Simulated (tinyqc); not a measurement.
Donors with valley-orbit split 1s states: one step. Neutrality. Two cases, with inputs chosen for the exercise.

Problem. Solve for eta.

Each donor binds at most one electron, in any of its states. For a site s, W_s = sum over its states of g exp(E/kT), and the ionised share is 1/(1 + W_s exp(eta)), eta = (EF - Ec)/kT; n = Nc F_1/2(eta); neutrality n + NA = ND x (mean ionised share); holes are neglected. Nc from N = 2 (m kB T/(4 pi c))^(3/2) with c = hbar^2/2m0, in 1/angstrom^3; times 1e24 for 1/cm^3, m = md. F_j(eta) = (1/Gamma(j + 1)) integral_0^infinity x^j dx/(1 + exp(x - eta)), which tends to exp(eta) for eta << 0.

Case 1.

Values chosen (out of a larger set: near those of P in Si; not measured data): ND = 6.9e+15 1/cm^3 (donors); NA = 0 1/cm^3 (compensating acceptors, all ionised).

Nc = 4.360377e+19 1/cm^3

W_s: donor 32.90178

Case 2.

Values chosen (out of a larger set: near those of Sb in Si; not measured data): ND = 8.3e+16 1/cm^3 (donors); NA = 0 1/cm^3 (compensating acceptors, all ionised).

Nc = 5.917592e+19 1/cm^3

W_s: donor 26.69918

Give: eta; n; ionised share.

Solution.

Case 1.

eta = -8.756
n = 6.86e+15 1/cm^3

ionised share: donor 0.995

n is 0.995 of ND - NA.

Case 2.

eta = -6.604
n = 8.01e+16 1/cm^3

ionised share: donor 0.965

n is 0.965 of ND - NA.

Computed by tinyqc, one run a case: `OMP_NUM_THREADS=1 python tinyqc.py N N+1 out.jsonl` with N = 1680794, 1680918; one thread of a shared Intel(R) Xeon(R) Processor @ 2.30GHz, about 0.01 s a run at most.
